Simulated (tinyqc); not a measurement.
Inside a calculation: band offset of a heterojunction with an interface dipole (two-band chains, self-consistent charge). Values are carried at full precision from step to step, so a last printed digit may differ when a step is redone from the rounded ones.

Sites alternate A, C. Left: A at -G1/2, C at +G1/2, hopping -t1; right: A at D - G2/2, C at D + G2/2, hopping -t2; the bonds across the two interfaces of a ring (C left to A right, C right to A left) have -sqrt(t1 t2). D is the offset of the mid-gaps, so Ev(right) - Ev(left) = D - (G2 - G1)/2 and Ec(right) - Ec(left) = D + (G2 - G1)/2. The closing bond has its sign reversed (antiperiodic ring). Half the levels are filled with two electrons each. The charge moved is q = (electrons on the left) less one a site; the mean over the two interfaces, q/2, is taken as the charge that crosses each, and its dipole opposes the offset: D = D0 - u q/2.

Values chosen for the exercise (gaps near those of SiC and SiO2; the chains and D0 are free models, so the offsets are not those of the real pair; not measured data):
- G1 = 3.12 eV (gap on the left)
- G2 = 9.02 eV (gap on the right)
- t1 = 1.76 eV (hopping on the left)
- t2 = 1.98 eV (hopping on the right)
- D0 = -1.73 eV (mid-gap of the right side above that of the left, without dipole)
- n = 2 (cells a side in the small ring)
- u = 7.7 eV (potential step per electron moved across)
- mx = 0.3 (mixing)

## The small ring at D = D0

Fill in H.

H (eV), lower triangle:
```
         AL1      CL1      AL2      CL2      AR1      CR1      AR2     CR2
AL1  -1.5600
CL1  -1.7600   1.5600
AL2        0  -1.7600  -1.5600
CL2        0        0  -1.7600   1.5600
AR1        0        0        0  -1.8668  -6.2400
CR1        0        0        0        0  -1.9800   2.7800
AR2        0        0        0        0        0  -1.9800  -6.2400
CR2   1.8668        0        0        0        0        0  -1.9800  2.7800
```

## Levels and site charges

Diagonalise, fill the lower half with two electrons each, and sum the electrons on the left (L) less one a site.

levels (eV): -7.4191  -6.6965  -3.3193  -2.2165  1.9932  2.8677  3.6822  4.1882

electrons on the sites: AL1 1.6335, CL1 0.3831, AL2 1.5915, CL2 0.2950, AR1 1.8597, CR1 0.1424, AR2 1.8652, CR2 0.2296

q = -0.0969 electrons

Electrons move to the right, the side whose mid-gap lies lower.

## Self-consistent offset

From here on the ring has 24 cells a side.

Start at D = D0; D(out) = D0 - u q(D)/2; D(new) = D + mx (D(out) - D); stop when |D(out) - D| < 1e-7 eV.

Iterations:
```
i      D (eV)         q  D(out) (eV)  D(out) - D
0    -1.73000  -0.09695     -1.35674       0.373
1    -1.61802  -0.08976     -1.38441       0.234
2    -1.54794  -0.08536     -1.40135       0.147
3    -1.50396  -0.08264     -1.41184      0.0921
4    -1.47632  -0.08094     -1.41838      0.0579
5    -1.45894  -0.07988     -1.42247      0.0365
6    -1.44800  -0.07921     -1.42503      0.0230
7    -1.44111  -0.07879     -1.42665      0.0145
8    -1.43677  -0.07853     -1.42766     0.00911
...       ...       ...          ...         ...
29   -1.42939  -0.07808     -1.42939    5.56e-07
30   -1.42939  -0.07808     -1.42939    3.50e-07
31   -1.42939  -0.07808     -1.42939    2.21e-07
32   -1.42939  -0.07808     -1.42939    1.39e-07
33   -1.42939  -0.07808     -1.42939    8.76e-08
```

D = -1.4294 eV

Converged at i = 33: the dipole removes 17 % of the starting offset.

## Linear response

chi = (q(+h) - q(-h))/(2h) at D = 0 with h = 0.01 eV; S = 1/(1 + u chi/2); linear estimate D = S D0.

chi = 0.05172 1/eV
S = 0.8340
linear estimate of D = -1.4427 eV

The self-consistent value is -1.4294 eV, +13.3 meV from the estimate. At D = 0 no net charge crosses: the mid-gaps are the neutrality levels of these symmetric chains.

## The line-up

Ev(right) - Ev(left) = D - (G2 - G1)/2 and Ec(right) - Ec(left) = D + (G2 - G1)/2, for D0, for the self-consistent D and for D = 0. Type I: the offsets have opposite signs; type III: one valence edge lies above the other conduction edge; else type II.

Offsets (eV):
```
case                            D  valence  conduction                 type
no dipole                  -1.730   -4.680       1.220  type I (straddling)
self-consistent            -1.429   -4.379       1.521  type I (straddling)
neutrality levels aligned   0.000   -2.950       2.950  type I (straddling)
```

The dipole shifts both offsets alike and leaves the type.

## Checks

- q at D = 0 against zero, as particle-hole symmetry demands: both 0.000000.
- q at the self-consistent D on 24 against 48 cells a side: both -0.0781.

Run: tinyqc, `OMP_NUM_THREADS=1 python tinyqc.py 1450034 1450035 out.jsonl`; Intel(R) Xeon(R) Processor @ 2.30GHz, one thread, shared host; about 0.4 s of CPU time with all checks.
